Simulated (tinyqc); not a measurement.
Tunnelling through a gate dielectric, WKB transmission and Tsu-Esaki current: a Fowler-Nordheim plot.

Electrons leave the emitter at x = 0. Energies E (motion across the layers) are in eV from the emitter Fermi level; the collector Fermi level lies at -V and offers states at every E. No charge in the dielectric and no image force: F1 = V/t1, U = phi1 - F1 x. With C = hbar^2/(2 m0), kappa = sqrt(m (U - E)/C) where U > E and 0 elsewhere; T(E) = exp(-S), S = 2 times the integral of kappa over x.

The thickness is set to t1 = 6 nm and V = F t1. Each layer adds (2/F) sqrt(m/C) [G(u at its left edge) - G(u at its right edge)] to S, with u = U - E (0 where negative) and G(u) = (2/3) u^1.5. J = J0 times the integral of T(E) N(E) dE, N = ln[(1 + exp(-E/Vt))/(1 + exp((-E - V)/Vt))], J0 = q^2 me m0 kB T/(2 pi^2 hbar^3) (times 1e-4 for A/cm^2 per eV), from E = -Ef to far above the barrier (T = 1 there), by quadrature converged to the digits shown. The closed formula is J = A F^2 exp(-B/F), A = q^2 me/(16 pi^2 hbar m1 phi1) (A/V^2 with phi1 in volts), B = (4/3) sqrt(m1/C) phi1^1.5 (V/nm), C = hbar^2/(2 m0); it assumes zero temperature, a deep Fermi sea and S linear in E.

Inputs (values chosen for the exercise); dielectric values close to those of aluminium oxide:
- T = 350 K (temperature)
- Ef = 0.25 eV (Fermi energy of the emitter above its band bottom)
- me = 1 m0 (emitter mass in the supply function)
- phi1 = 2.7 eV (barrier of layer 1 above the emitter Fermi level at zero bias)
- m1 = 0.41 m0 (tunnelling mass of layer 1)

Constants: q = 1.602176634e-19 C, kB = 1.380649e-23 J/K, hbar = 1.054571817e-34 J s, m0 = 9.1093837015e-31 kg, Vt = kB T/q, hbar^2/(2 m0) = 0.0380998212 eV nm^2. Results are converted to the units shown.

Results:

| F (V/nm) | J (A/cm^2) | J by the formula (A/cm^2) | ln(J/F^2), F in V/cm |
|---|---|---|---|
| 0.6 | 7.339e-7 | 4.511e-7 | -45.34 |
| 0.71 | 1.252e-4 | 9.475e-5 | -40.54 |
| 0.94 | 0.1321 | 0.1332 | -34.14 |
| 1.06 | 1.544 | 1.754 | -31.92 |
| 1.17 | 9.520 | 11.94 | -30.30 |
| 1.29 | 48.88 | 67.92 | -28.86 |
| 1.4 | 171.8 | 260.8 | -27.76 |

Estimate the missing row, F = 0.83 V/nm.

Computed row:

| F (V/nm) | J (A/cm^2) | J by the formula (A/cm^2) | ln(J/F^2), F in V/cm |
|---|---|---|---|
| 0.83 | 0.007555 | 0.006735 | -36.75 |

With this row back in the table: The slope of ln(J/F^2) against 1/F between the end rows is -18.46 V/nm, against B = 19.41 V/nm; read as B it gives phi1 = 2.61 eV. The integrated current is 63 % above the formula in the first row and 34 % below it in the last. The shortfall in the last row comes from the shallow Fermi sea, which cuts off supply that the formula counts. The excess in the first row is thermal: at 20 K it is gone. In 4 of the 8 rows the field exceeds 10 MV/cm (up to 14.0), more than most dielectrics sustain; the model ignores breakdown.

Computed by the program tinyqc: `OMP_NUM_THREADS=1 python tinyqc.py 2540029 2540030 out.jsonl`, one thread of a shared Intel Xeon 2.30GHz, about 0.03 s for the whole run.
